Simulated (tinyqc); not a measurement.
Hot electrons in a saturated n-channel MOSFET, lucky-electron model: one step of the calculation.

Beyond pinch-off the lateral field grows as Esat cosh(y/l) over the velocity-saturated region (pseudo-two-dimensional model). Impact ionisation in this region gives the substrate current, which biases the body forward through Rsub. Currents are per width. Local-field laws: they overstate ionisation when the field peak is narrower than an energy relaxation length.

Question. Length and field scales. Cox = 3.9 eps0/tox, l = sqrt(3 tox xj), Esat = 2 vs/mu.

Parameters, values chosen for the exercise; values close to those of silicon n-channel devices:
- L = 0.8 um (channel length)
- tox = 18 nm (oxide thickness)
- xj = 230 nm (junction depth)
- mu = 270 cm^2/(V s) (effective mobility)
- vs = 8.2e6 cm/s (saturation velocity)

Constants: eps0 = 8.8541878128e-14 F/cm where lengths are in cm. Results are converted to the units shown.

Find: Cox; l; Esat; Esat L.

Answer.

Cox = 0.1918 uF/cm^2
l = 111.4 nm
Esat = 0.06074 MV/cm
Esat L = 4.859 V

Computed by the program tinyqc: `OMP_NUM_THREADS=1 python tinyqc.py 2550015 2550016 out.jsonl`, one thread of a shared Intel Xeon 2.30GHz, about 0.01 s for the whole run.
